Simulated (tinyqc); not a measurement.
Single-photon avalanche diode, trigger probability and counting: one step of the calculation.

A multiplication layer of width W with the uniform field V/W; alpha = an exp(-bn/E) for electrons, beta = ap exp(-bp/E) for holes (local model, no dead space). a = alpha W, b = beta W. Electrons enter at x = 0, holes at x = W. P0 is the probability that an electron entering at 0 starts a lasting avalanche, PW the same for a hole entering at W.

Task. Detection, dark counts, afterpulses and dead-time loss. Pm is the mean trigger probability of pairs made evenly in the layer. PDP = eta P0; dark counts Gd Pm; avalanche charge Cd Vx/q; afterpulse probability pa (Cd Vx/q) exp(-td/tt) Pm; true rate n = nph PDP + dark counts; measured n/(1 + n td) (non-paralysable) or n exp(-n td) (paralysable); recharge time Rq Cd.

Parameters, values chosen for the exercise; ionisation coefficients close to those of germanium:
- Vx = 1.8 V (excess bias)
- eta = 0.61 (probability that a photon makes a pair that enters the layer)
- Gd = 780 1/s (thermal generation rate in the layer)
- td = 20 ns (dead time)
- Cd = 53 fF (diode capacitance)
- Rq = 50 kohm (quench resistance)
- pa = 8.9e-8 (trapping probability per avalanche carrier)
- tt = 22 ns (trap release time)
- nph = 3.1e7 1/s (photon rate)

Constants: q = 1.602176634e-19 C. Results are converted to the units shown.

P0 = 0.39903060
Pm = 0.61248541

Give: PDP; dark counts; avalanche charge; afterpulse probability; true rate; measured, non-paralysable; measured, paralysable; recharge time.

Result.

PDP = 0.2434
dark counts = 477.7 1/s
avalanche charge = 5.954e5 electrons
afterpulse probability = 1.308 %
true rate = 7.546e6 1/s
measured, non-paralysable = 6.557e6 1/s
measured, paralysable = 6.489e6 1/s
recharge time = 2.650 ns

Dead time hides 13 % of the events in the first model and 14 % in the second.

tinyqc, about 0.01 s, one thread, Intel Xeon 2.30GHz (shared host): `OMP_NUM_THREADS=1 python tinyqc.py 2630149 2630150 out.jsonl`
